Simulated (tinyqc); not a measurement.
Straight dislocations in isotropic elasticity: fields, energies, partials, Peierls stress and walls: one step, computed by the program tinyqc. Command: `OMP_NUM_THREADS=1 python tinyqc.py 3025282 3025283 out.jsonl disloc walk`. One thread of a shared host (Intel(R) Xeon(R) Processor @ 2.30GHz), about 0.01 s of CPU time with the checks.

The line runs along z, the glide plane is y = 0, and beta is the angle between b and the line (0 screw, 90 degrees edge): b_e = b sin(beta) along +x with the extra half plane at y > 0, b_s = b cos(beta). Stress is positive in tension.

Problem. Force on a second, equal dislocation at that point. Peach-Koehler force per length on a parallel dislocation with the same b: in the glide plane F_x = s_xy b_e + s_yz b_s, normal to it F_y = -(s_xx b_e + s_xz b_s), which drives climb of the edge part or cross-slip of a screw.

Inputs (values chosen for the exercise, for a model fcc or diamond crystal): Burgers vector b = 2.749 angstrom.

Character: screw.

stress (MPa):
```
           x         y          z
x    0.00000   0.00000  -78.44189
y    0.00000   0.00000   38.26434
z  -78.44189  38.26434    0.00000
```

Give: glide force F_x; normal force F_y.

Solution.

glide force F_x = 10.52 mN/m

normal force F_y = 21.56 mN/m
